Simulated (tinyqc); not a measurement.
Landau levels of bilayer graphene: one step. Where EF lies. Two cases, with inputs chosen for the exercise.

Question. Fill the listed levels in order up to nu; give the partly filled level, its energy and its filled share.

The zero level takes 4 n_B electrons and each higher level 4 n_B. At zero temperature and without broadening EF sits in the partly filled level.

Give: level; EF; filled share.

Case 1.

Levels:
```
label    E (meV)  gap above (meV)
0,1      0.00000         55.25961
2       55.25961         34.15960
3       89.41921         29.97531
4      119.39452         27.23628
5      146.63079         25.18459
6      171.81539         23.55469
7      195.37008         22.21328
8      217.58336         21.08178
```

nu = 0.93386

Answer.

level: 0,1

EF = 0.000 meV
filled share = 0.233

Case 2.

Levels:
```
label   E (meV)  gap above (meV)
0,1     0.00000          7.10412
2       7.10412          5.05445
3      12.15858          4.83894
4      16.99751          4.70254
5      21.70006          4.59111
6      26.29116          4.49242
7      30.78358          4.40216
8      35.18574          4.31833
```

nu = 12.16373

Answer.

level: 4

EF = 16.998 meV
filled share = 0.041

Computed by tinyqc, one run a case: `OMP_NUM_THREADS=1 python tinyqc.py N N+1 out.jsonl` with N = 1251681, 1280237; one thread of a shared Intel(R) Xeon(R) Processor @ 2.30GHz, about 0.02 s a run at most.
